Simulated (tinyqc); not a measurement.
MOSFET in the linear regime without short-channel effects, parameter extraction from computed curves: one step of the calculation.

Inversion charge Q = Cox n Vt W0(exp((Vg - VT)/(n Vt))), W0 the Lambert function and n = nf; u = Q/Cox; mobility mu = mu0/(1 + th1 u + th2 u^2); channel resistance Rch = (L - dL)/(W mu Q); Id = Vd/(Rch + Rsd/W). Cox = eps0 eox/tox. Small Vd, no channel-length or drain effects.

Question. The Y function. Y_i = Id_i/sqrt(gm_i). For Id = beta Vd x/(1 + th x), x = Vg - VT, Y = sqrt(beta Vd) x whatever th. Slope s from points 4 and 7; VT_Y = Vg - Y/s at point 7; beta = s^2/Vd; mobility beta L/(W Cox) with the drawn L; th* = (beta Vd x/Id - 1)/x at point 7.

Parameters, values chosen for the exercise; channel values of the order met in silicon transistors:
- eox = 3.9 (relative permittivity of the gate insulator (close to silicon dioxide))
- tox = 5.4 nm (insulator thickness)
- mu0 = 96 cm^2/(V s) (low-field mobility)
- th2 = 0 1/V^2 (second mobility attenuation factor)
- W = 0.5 um (gate width)
- L = 0.32 um (drawn gate length)
- dL = 0.002 um (drawn less effective length)
- Vd = 0.01 V (drain voltage)

Constants: eps0 = 8.8541878128e-14 F/cm where lengths are in cm. Results are converted to the units shown.

```
point  Vg (V)       Id (uA)
0        0.23  2.1419462e-4
1        0.33  0.0026440884
2        0.43   0.021113915
3        0.53   0.070726271
4        0.63    0.13788134
5        0.73    0.21083182
6        0.83    0.28497546
7        0.93    0.35843556
8        1.03    0.43036772
```

gm, point 1 to 7 (uS): 0.10449860  0.34041091  0.58383710  0.70052775  0.73547064  0.73801870  0.72696130

Give: Y; s; VT_Y; beta; mobility from Y; th*.

Answer.

Y, point 1 to 7 (uA^0.5 V^0.5): 0.008179  0.03619  0.09256  0.1647  0.2458  0.3317  0.4204
s = 0.8522 uA^0.5 V^-0.5
VT_Y = 0.4367 V
beta = 72.62 uA/V^2
mobility from Y = 72.68 cm^2/(V s)
th* = -0.001036 1/V

The mobility from Y is 25 % below mu0 L/(L - dL) = 96.6 cm^2/(V s), which it should reach in deep inversion when th2 = 0.

Numbers from tinyqc (`OMP_NUM_THREADS=1 python tinyqc.py 2210064 2210065 out.jsonl`; about 0.01 s on one thread of a shared Intel Xeon 2.30GHz).
